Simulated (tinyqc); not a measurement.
Lattice sites along [100]: pair of shallow donors (hydrogen-like orbitals).

Each donor has the orbital exp(-r/a); energy unit Ha* = q/(eps a), q = e^2/(4 pi eps0), so that a lone donor is bound by Ha*/2; x = R/a. One electron: S = (1 + x + x^2/3) exp(-x), j = 1/x - (1 + 1/x) exp(-2x), k = (1 + x) exp(-x); levels E(+/-) = -1/2 - (j +/- k)/(1 +/- S) in Ha*, without the repulsion of the ions, split by D = |E(-) - E(+)|. In six valleys the overlaps S and k are multiplied by v = [cos(K Rx) + cos(K Ry) + cos(K Rz)]/3, K = k0 (2 pi/a_lat), for isotropic envelopes and the symmetric valley state.

Two electrons, Heitler-London: with S' = (1 - x + x^2/3) exp(x), C = 1/x - exp(-2x)(1/x + 11/8 + 3x/4 + x^2/6), X = (1/5){exp(-2x)(25/8 - 23x/4 - 3x^2 - x^3/3) + (6/x)[S^2 (0.5772157 + ln x) + S'^2 Ei(-4x) - 2 S S' Ei(-2x)]}, Q = C - 2j + 1/x and A = X - 2 S k + S^2/x, the singlet and triplet lie at (Q +/- w A)/(1 +/- w S^2) from two lone donors, with the valley weight w = v^2; the exchange is J = triplet - singlet.

Constants: e^2/(4 pi eps0) = 14.39964547 eV angstrom.

Values chosen for the exercise (near those of two donors in Si; the results hold for these values, not for the real material): a = 18.7 angstrom (orbital radius); eps = 11.4 (dielectric constant); a_lat = 5.431 angstrom (lattice constant); k0 = 0.848 2 pi/a_lat (valley position); sites = ((14, 0, 0), (15, 0, 0), (16, 0, 0), (17, 0, 0), (18, 0, 0), (19, 0, 0), (20, 0, 0), (21, 0, 0), (22, 0, 0)) a_lat (positions of the second donor).

D and J for each site, and for v = 1.

Cases:
```
site
(14, 0, 0)
(15, 0, 0)
(16, 0, 0)
(17, 0, 0)
(18, 0, 0)
(19, 0, 0)
(20, 0, 0)
(21, 0, 0)
(22, 0, 0)
```

Rank the cases by J (micro-eV), lowest first.

Answer: (22, 0, 0), (21, 0, 0), (17, 0, 0), (16, 0, 0), (20, 0, 0), (18, 0, 0), (19, 0, 0), (15, 0, 0), (14, 0, 0).

Results:
```
site        R (angstrom)      v  D (meV)  J (micro-eV)  J for v = 1
(14, 0, 0)          76.0  0.898     5.27           993     1.23e+03
(15, 0, 0)          81.5  0.604     2.83           293          803
(16, 0, 0)          86.9  0.363     1.36          68.3          518
(17, 0, 0)          92.3  0.379     1.14          47.5          331
(18, 0, 0)          97.8  0.637     1.53          85.4          210
(19, 0, 0)         103.2  0.921     1.75           112          133
(20, 0, 0)         108.6  0.990     1.49          81.3         83.1
(21, 0, 0)         114.1  0.785    0.931          31.9         51.8
(22, 0, 0)         119.5  0.481    0.448          7.43         32.1
```

Over these sites the envelope alone changes J by a factor 38.4, and the valley factor v^2 by 7.42; J runs from 7.43 at (22, 0, 0) to 993 micro-eV at (14, 0, 0). Along [100] four valleys keep their phase, so v = (2 + cos)/3 stays between 1/3 and 1. J does not fall steadily with distance.

(tinyqc, `OMP_NUM_THREADS=1 python tinyqc.py 1281888 1281889 out.jsonl`, Intel(R) Xeon(R) Processor @ 2.30GHz, 1 thread, shared host, about 0.01 s.)
